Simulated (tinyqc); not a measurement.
Ways to average over directions: averaged masses of warped heavy- and light-hole bands.

Four-band hole energies E = c k^2 f(u), c = hbar^2/2m0, f = g1 -/+ 2 sqrt(g2^2 + 3 (g3^2 - g2^2) s), s = ux^2 uy^2 + uy^2 uz^2 + uz^2 ux^2 for the unit vector u; minus for heavy, plus for light holes; the mass along u is 1/f.

Grid: n x n midpoints in cos(theta) from 0 to 1 and phi from 0 to pi/2, equal weights. m_d = <f^(-3/2)>^(2/3). Conductivity mass for one scattering time: 1/m_c = <|w|^2 f^(-5/2)>/<f^(-3/2)> with w = grad_k(k^2 f)/(2 k), that is |w|^2 = f^2 + |angular gradient of f|^2/4.

Parameters, chosen for this exercise (out of a larger set: near those of InAs; not measured data): g1 = 20 (Luttinger gamma1); g2 = 8.5 (gamma2); g3 = 9.21 (gamma3).

Heavy and light m_d on grids of growing n, against n = 160; also the three-direction rule <F> = (10 F[100] + 16 F[110] + 9 F[111])/35 and the spherical masses 1/(g1 (1 -/+ mu)), mu = (6 g3 + 4 g2)/(5 g1).

Masses (m0):
```
method             heavy   light  error heavy (%)  error light (%)
grid n = 1        0.6245  0.0260            28.93            -1.41
grid n = 2        0.4933  0.0264             1.86            -0.23
grid n = 3        0.4890  0.0264             0.96            -0.11
grid n = 5        0.4857  0.0264             0.29            -0.04
grid n = 10       0.4847  0.0264             0.07            -0.01
grid n = 160      0.4843  0.0264             0.00             0.00
three directions  0.5020  0.0264             3.65             0.03
spherical         0.4655  0.0264            -3.88             0.01
[100] alone       0.3333  0.0270           -31.18             2.32
```

The heavy mass is within 1 % from grid n = 3 on. Three directions err by +3.65 %, the spherical form by -3.88 % and [100] alone by -31.2 %; for light holes the same three err by +0.03, +0.01 and +2.3 %. The power -3/2 weights the heavy directions near [111], which a mean of f misses.

(tinyqc, `OMP_NUM_THREADS=1 python tinyqc.py 1050789 1050790 out.jsonl`, Intel(R) Xeon(R) Processor @ 2.30GHz, 1 thread, shared host, about 0.02 s.)
